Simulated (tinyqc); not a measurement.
# Schottky diode by thermionic emission with image-force lowering and series resistance: effects of single changes

Metal on an n-type semiconductor with one parabolic valley; V > 0 is forward bias (metal positive). I = I0 [exp(Vj/(n Vt)) - 1] with Vj = V - I Rs; I0 = S A* T^2 exp(-(phi - dphi)/Vt), the lowering dphi taken at zero bias.

Inputs (values chosen for the exercise); band and dielectric values close to those of In0.53Ga0.47As: temperature T = 300 K; electron mass me = 0.0415 m0; relative permittivity eps_r = 13.6; barrier height seen from the metal phi = 0.4 eV; donor density Nd = 2.7e15 cm^-3; area S = 6.7e-5 cm^2; ideality factor n = 1.2; series resistance Rs = 3.2 ohm.

Constants: q = 1.602176634e-19 C, kB = 1.380649e-23 J/K, h = 6.62607015e-34 J s, m0 = 9.1093837015e-31 kg, Vt = kB T/q, eps0 = 8.8541878128e-14 F/cm where lengths are in cm. Results are converted to the units shown.

Each table varies one quantity; the others keep the values above.

## Current against voltage

A* = 4 pi q me m0 kB^2/h^3 (times 1e-4 for A/(cm^2 K^2)); Nc = 2 (2 pi me m0 kB T/h^2)^1.5 (times 1e-6 for cm^-3); xi = Vt ln(Nc/Nd), Vbi = phi - xi; surface field Em = sqrt(2 q Nd (Vbi - V - Vt)/(eps0 eps_r)); dphi = sqrt(q Em/(4 pi eps0 eps_r)). The apparent ideality is (dV/d ln I)/Vt.

Current against voltage:

| V (V) | I (A) | Vj (V) | apparent ideality |
|---|---|---|---|
| 0.05 | 3.648e-5 | 0.04988 | 0.9642 |
| 0.1 | 2.153e-4 | 0.09931 | 1.178 |
| 0.15 | 0.001025 | 0.1467 | 1.316 |
| 0.21 | 0.004827 | 0.1946 | 1.795 |
| 0.26 | 0.01180 | 0.2222 | 2.659 |
| 0.31 | 0.02157 | 0.2410 | 3.870 |
| 0.36 | 0.03306 | 0.2542 | 5.292 |
| 0.42 | 0.04817 | 0.2659 | 7.162 |
| 0.47 | 0.06143 | 0.2734 | 8.804 |
| 0.52 | 0.07511 | 0.2797 | 10.50 |

I rises from 3.65e-5 to 0.0751 A, and the apparent ideality rises from 0.964 to 10.5, against n = 1.2. It starts below n because the -1 in the diode law still counts there. From V = 0.26 V on, I Rs exceeds n Vt and the resistance bends the curve. In 6 of the 10 rows Vj is within 3 Vt of Vbi or past it, where the depletion layer is gone and the emission formula overstates the current.

## Effect of the doping on the lowering

Same model as above.

Here V = 0 in Em.

Effect of the doping on the lowering:

| Nd (cm^-3) | Vbi (V) | Em (kV/cm) | dphi (meV) | I0 (A) |
|---|---|---|---|---|
| 1.1e14 | 0.2044 | 2.286 | 4.920 | 6.936e-6 |
| 2.5e14 | 0.2257 | 3.646 | 6.213 | 7.292e-6 |
| 5.8e14 | 0.2474 | 5.848 | 7.869 | 7.774e-6 |
| 1.3e15 | 0.2683 | 9.158 | 9.847 | 8.392e-6 |
| 3.1e15 | 0.2908 | 14.78 | 12.51 | 9.303e-6 |
| 7.3e15 | 0.3129 | 23.61 | 15.81 | 1.057e-5 |
| 1.7e16 | 0.3347 | 37.38 | 19.89 | 1.238e-5 |
| 3.9e16 | 0.3562 | 58.55 | 24.90 | 1.502e-5 |

What does the comparison show?

dphi rises from 4.92 to 24.9 meV, as Nd^(0.28) (1/4 at fixed Vbi), and I0 grows by a factor of 2.17. Emission limits the current only if the drift velocity at the surface is well above A* T^2/(q Nc) = 1.32e7 cm/s; with a mobility of 11000 cm^2/(V s) it is less than three times that in 1 of the rows, where I0 is overstated.

Computed by the program tinyqc: `OMP_NUM_THREADS=1 python tinyqc.py 2640135 2640136 out.jsonl`, one thread of a shared Intel Xeon 2.30GHz, about 0.01 s for the whole run.
